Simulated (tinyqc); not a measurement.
Capacitance measurement on a leaky thin oxide: effects of series resistance and leakage: one step of the calculation.

The device is a capacitance C in parallel with a leakage conductance G, in series with Rs and Ls. An impedance meter reports either a parallel pair (Cp, Gp) from Y = 1/Z = Gp + i w Cp or a series pair (Cs, Rm) from Z = Rm + 1/(i w Cs); w = 2 pi f, dissipation D = Gp/(w |Cp|).

Task. True capacitance and conductance. EOT = 3.9 tox/eox; CET = EOT + zc + zp; C = 3.9 eps0 A/CET; G = Jg A/Vs.

Inputs (values chosen for the exercise); values of the order met in thin-oxide MOS capacitors: relative permittivity of the gate insulator (close to hafnium oxide) eox = 22.6; insulator thickness tox = 5.1 nm; gate area A = 100 um^2; oxide-equivalent thickness added by the accumulation layer zc = 0.39 nm; oxide-equivalent thickness added by gate depletion zp = 0 nm; gate leakage current density, not matched to the thickness Jg = 0.12 A/cm^2; voltage for an e-fold rise of the leakage Vs = 0.16 V.

Constants: eps0 = 8.8541878128e-14 F/cm where lengths are in cm. Results are converted to the units shown.

Give: EOT; CET; C; G.

Result.

EOT = 0.88009 nm
CET = 1.2701 nm
C = 2.7188 pF
G = 0.75000 uS

tinyqc, about 0.01 s, one thread, Intel Xeon 2.30GHz (shared host): `OMP_NUM_THREADS=1 python tinyqc.py 2022039 2022040 out.jsonl`
